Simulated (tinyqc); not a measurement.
## Input admittance of a MOSFET at zero drain bias: distributed channel and distributed gate: effect of the gate overdrive

Source and drain grounded, strong inversion, w = 2 pi f, Cox = eps0 eox/tox. The channel is an RC line of resistance 1/(mu Cox Vo) per square fed from both ends, so one finger has the intrinsic admittance y = i w Cox L tanh(g)/g per width, g = (1/2) sqrt(i w tau), tau = L^2/(mu Vo). The vertical resistance rv/L is in series with y, the overlaps 2 i w Cov in parallel: y_t = 1/(1/y + rv/L) + 2 i w Cov. The gate strip is a line of Rsh/L per length loaded by y_t, so a finger has Y = y_t Wf tanh(k)/k, k = (Wf/sd) sqrt(y_t Rsh/L); the device has Nf Y.

Low-frequency limits, with c = Cox L and ct = c + 2 Cov: R_strip = Rsh Wf/(3 sd^2 L Nf), R_ch = (c/ct)^2 L/(12 mu Cox Vo Wf Nf), R_vert = (c/ct)^2 rv/(L Wf Nf), C = ct Wf Nf. Z = 1/(Nf Y) = R + 1/(i w C), Q = |Im Z|/R, far-point signal |1/cosh k|.

Values chosen for this exercise; values of the order met in silicon radio-frequency transistors:
```
symbol,value,unit,meaning
eox,7.5,,relative permittivity of the gate insulator (close to silicon nitride)
tox,4.2,nm,insulator thickness
L,0.2,um,channel length
Wf,0.65,um,finger width
Nf,16,,number of fingers
mu,280,cm^2/(V s),channel mobility
Rsh,9.3,ohm/square,sheet resistance of the gate
rv,2.9,ohm um^2,vertical resistivity of the gate stack
sd,1,,number of ends at which a finger is contacted
Cov,0.3,fF/um,overlap and fringe capacitance on each side
f,28,GHz,frequency
```

Constants: eps0 = 8.8541878128e-14 F/cm where lengths are in cm. Results are converted to the units shown.

Result of one run:
```
Vo (V)   w tau     |k|  R (ohm)  low-frequency R (ohm)  C (fF)      Q  signal at the far point
0.8     0.3142  0.1140    4.811                  4.811   39.12  30.20                   0.9998
```

What becomes of these results when the gate overdrive Vo is changed from 0.8 to 1.25 V, all else the same?

Result of the changed run:
```
Vo (V)   w tau     |k|  R (ohm)  low-frequency R (ohm)  C (fF)      Q  signal at the far point
1.25    0.2011  0.1140    3.660                  3.661   39.12  39.69                   0.9999
```

The whole series:
```
Vo (V)   w tau     |k|  R (ohm)  low-frequency R (ohm)  C (fF)      Q  signal at the far point
0.2      1.257  0.1136    14.38                  14.40   38.99  10.14                   0.9994
0.35    0.7181  0.1139    8.917                  8.921   39.08  16.31                   0.9996
0.5     0.5027  0.1139    6.728                  6.729   39.10  21.61                   0.9997
0.65    0.3867  0.1140    5.548                  5.549   39.11  26.19                   0.9998
0.8     0.3142  0.1140    4.811                  4.811   39.12  30.20                   0.9998
0.95    0.2646  0.1140    4.306                  4.307   39.12  33.74                   0.9998
1.1     0.2285  0.1140    3.939                  3.940   39.12  36.88                   0.9998
1.25    0.2011  0.1140    3.660                  3.661   39.12  39.69                   0.9999
```

As Vo goes from 0.2 to 1.25, R falls from 14.4 to 3.66 ohm, C stays near 39.1 fF and Q rises from 10.1 to 39.7. Only the channel term depends on Vo.

Numbers from tinyqc (`OMP_NUM_THREADS=1 python tinyqc.py 2262076 2262077 out.jsonl`; about 0.01 s on one thread of a shared Intel Xeon 2.30GHz).
